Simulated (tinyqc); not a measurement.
Biaxially strained (001) channel, valley splitting in an inversion layer: one step of the calculation.

A thin layer grown on a relaxed buffer is stretched in the plane. The two valleys with their long axis along the growth direction (D2) sink against the four in-plane ones (D4); confinement in a triangular well splits them too. Only the lowest subband of each set is kept; one relaxation time, so the weakening of intervalley scattering is left out.

Question. Strain, stress and splitting. e_par = b1 x, e_perp = -2 (c12/c11) e_par, splitting D = Xu (e_par - e_perp), in-plane stress (c11 + c12 - 2 c12^2/c11) e_par.

Inputs (values chosen for the exercise); values close to those of silicon on relaxed silicon-germanium: germanium share of the relaxed buffer x = 0.17; lattice mismatch per unit x b1 = 0.0418; elastic constant c11 = 163 GPa; elastic constant c12 = 63.8 GPa; shear deformation potential Xu = 8.97 eV.

Find: e_par; e_perp; D; stress.

Answer.

e_par = 0.7106 %
e_perp = -0.5563 %
D = 113.6 meV
stress = 1.257 GPa

tinyqc, about 0.01 s, one thread, Intel Xeon 2.30GHz (shared host): `OMP_NUM_THREADS=1 python tinyqc.py 2530133 2530134 out.jsonl`
